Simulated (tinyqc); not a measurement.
WKB tunnelling through a gate dielectric with a two-band (Franz) dispersion, step by step. Values are carried at full precision from step to step, so a last printed digit may differ when a step is redone from the rounded ones.

Constants: hbar^2/2m0 = 3.80998211 eV angstrom^2.

Values chosen for the exercise (of the size used for Al2O3 on silicon; not measured data): phi = 2.14 eV (barrier above the electron energy at the emitter); t = 52 angstrom (thickness); V = 2.4 V (voltage across the layer); Eg = 7.28 eV (gap of the dielectric); m = 0.31 m0 (mass at the conduction edge).

## Shape of the barrier

Field V/t (1 V/angstrom = 100 MV/cm), the end of the forbidden region x_e = min(t, phi t/V), and u there.

field = 4.62 MV/cm
x_e = 46.37 angstrom
u(x_e) = 0.000 eV

V >= phi: a triangle, Fowler-Nordheim tunnelling into the conduction band of the dielectric.

## Decay constant through the layer

At depth x the conduction edge lies u(x) = phi - V x/t above the electron. Parabolic: kappa = sqrt(m u/c). Franz: kappa = sqrt(m u (1 - u/Eg)/c), which vanishes at both band edges. c = hbar^2/2m0. T = exp(-2 integral of kappa dx) over the region u > 0; no image force, no prefactor, zero transverse momentum. The region ends at x_e = min(t, phi t/V); x_e < t is the Fowler-Nordheim regime.

Nine points x = j x_e/8.

kappa (1/angstrom):
```
x (angstrom)  u (eV)  parabolic   Franz
0.000         2.1400     0.4173  0.3506
5.796         1.8725     0.3903  0.3364
11.592        1.6050     0.3614  0.3191
17.387        1.3375     0.3299  0.2980
23.183        1.0700     0.2951  0.2725
28.979        0.8025     0.2555  0.2410
34.775        0.5350     0.2086  0.2008
40.571        0.2675     0.1475  0.1448
46.367        0.0000     0.0000  0.0000
```

At the emitter the Franz value is 16.0 % below the parabolic one, the factor sqrt(1 - phi/Eg).

## The integrals by Simpson's rule

Weights 1, 4, 2, 4, 2, 4, 2, 4, 1 times a third of the spacing.

integral of kappa dx: parabolic 12.829, Franz 11.624

## The integrals in closed form

Parabolic: (2/3) sqrt(m/c) (t/V) (phi^(3/2) - u_e^(3/2)). Franz: sqrt(m/c) Eg^(3/2) (t/V) (f(phi/Eg) - f(u_e/Eg)) with f(y) = ((2y - 1) sqrt(y (1 - y)) + arcsin(sqrt y))/4. u_e = max(phi - V, 0). T = exp(-2 I).

integral of kappa dx: parabolic 12.8985, Franz 11.6933

T: parabolic 6.26e-12, Franz 6.97e-11

The two-band dispersion raises T by a factor 11.1.

## Checks

- Franz integral in closed form against adaptive quadrature: both 11.6933.

Computed by tinyqc, a small Python program: `OMP_NUM_THREADS=1 python tinyqc.py 1450725 1450726 out.jsonl` (the numbers bound the seed that draws the inputs); one thread of a shared host (Intel(R) Xeon(R) Processor @ 2.30GHz), about 0.01 s for the whole set of steps.
